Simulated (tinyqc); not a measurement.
Electron continuity equation in a given potential, Scharfetter-Gummel discretisation: one step of the calculation.

Steady state in one dimension: J = q mu n E + q D dn/dx with E = -dpsi/dx and D = mu Vt, dJ/dx = q (n/tau - G), fixed densities nL and nR at the ends. The potential is given, psi = U x/L - Ub exp(-((x/L - xb)/sb)^2), and is not changed by the electrons.

Problem. Bernoulli factors. d_i = (psi_(i+1) - psi_i)/Vt; B(d) = d/(exp(d) - 1), B(0) = 1. The flux on interval i is J_i = (q D/h) [n_(i+1) B(d_i) - n_i B(-d_i)].

Parameters, values chosen for the exercise: temperature T = 300 K.

Constants: q = 1.602176634e-19 C, kB = 1.380649e-23 J/K, Vt = kB T/q. Results are converted to the units shown.

psi, node 0 to 8 (V): -0.00000068  0.07490384  0.14597056  0.17518700  0.11832465  0.17951894  0.38794615  0.51918850  0.59983943

Give: d_i; B(d_i); B(-d_i).

Solution.

```
interval     d_i    B(d_i)  B(-d_i)
0          2.897    0.1692    3.067
1          2.749    0.1879    2.937
2          1.130    0.5392    1.669
3         -2.200     2.474   0.2742
4          2.367    0.2449    2.612
5          8.062  0.002542    8.065
6          5.077   0.03188    5.109
7          3.120    0.1442    3.264
```

The largest |d_i| is 8.06, above 2, where central differences lose the sign pattern that keeps densities positive.

Numbers from tinyqc (`OMP_NUM_THREADS=1 python tinyqc.py 2220039 2220040 out.jsonl`; about 0.01 s on one thread of a shared Intel Xeon 2.30GHz).
